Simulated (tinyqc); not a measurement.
Inside a calculation: gated graphene: carriers, quantum capacitance and optical conductivity. Values are carried at full precision from step to step, so a last printed digit may differ when a step is redone from the rounded ones.

Cones E = +/- hv |k|, four flavours, D(E) = 2|E|/(pi hv^2). n = (2/pi)(kT/hv)^2 F_1(mu/kT), p = (2/pi)(kT/hv)^2 F_1(-mu/kT), in 1/angstrom^2 (1e16 for 1/cm^2); F_1(eta) = integral_0^infinity x dx/(1 + exp(x - eta)). Cq/e^2 = d(n - p)/d mu = (2 kT/(pi hv^2)) ln(2 + 2 cosh(mu/kT)).

Gate: V = mu/e + e (n - p)/Cox with Cox/e^2 = k/(4 pi e2 t), t in angstrom, e2 = e^2/(4 pi eps0); 1/(eV angstrom^2) in C/e^2 equals 1602.176634 microfarad/cm^2; total 1/C = 1/Cox + 1/Cq.

Constants: kB = 8.617333262e-05 eV/K; e^2/(4 pi eps0) = 14.39964547 eV angstrom; fine-structure constant alpha = 0.007297352564.

Values chosen for the exercise (Fermi velocity near that of graphene, gate dielectric near HfO2; shifted at random, so the results belong to these values and not to a real crystal):
```
symbol  value  unit         meaning
hv      6.47   eV angstrom  hbar vF
T       300    K
k       18.29               dielectric constant of the gate layer
t       3      nm           its thickness
V       0.05   V            gate voltage from the neutrality point
E       0.158  eV           photon energy
Gm      10     meV          intraband damping
```

## Chemical potential at the gate voltage

Solve the gate equation for mu.

Cox = 5.398 microfarad/cm^2
mu = 0.0422 eV
n = 2.83e+11 1/cm^2
p = 1.90e+10 1/cm^2

mu takes 84.3 % of the gate voltage; the zero-temperature rule |mu| = hv sqrt(pi |n - p|) gives 0.0590 eV.

## Quantum capacitance

1/(eV angstrom^2) in C/e^2 equals 1602.176634 microfarad/cm^2; 1/C = 1/Cox + 1/Cq.

Cq = 1.252 microfarad/cm^2
C = 1.017 microfarad/cm^2
Cq at mu = 0 = 0.8732 microfarad/cm^2

C is 0.188 of Cox.

## Optical conductivity at one energy

Conductivity over sigma0 = e^2/(4 hbar): interband Re = sinh(E/2kT)/(cosh(mu/kT) + cosh(E/2kT)); intraband Re = (8 kT/pi) ln(2 cosh(mu/2kT)) Gm/(E^2 + Gm^2). A free sheet absorbs about pi alpha_f Re(sigma/sigma0), alpha_f the fine-structure constant (alpha among the constants).

Evaluate both parts and the absorption.

interband = 0.7970
intraband = 0.0261
absorption = 1.887 %

E is above 2|mu| = 0.0843 eV; at this temperature interband transitions are mostly open; the universal value is pi alpha_f = 2.293 %.

## Checks

- Cq/e^2 against the finite difference of n - p (1/(eV angstrom^2)): both 0.0007817.

Run: tinyqc, `OMP_NUM_THREADS=1 python tinyqc.py 1650859 1650860 out.jsonl`; Intel(R) Xeon(R) Processor @ 2.30GHz, one thread, shared host; about 0.01 s of CPU time with all checks.
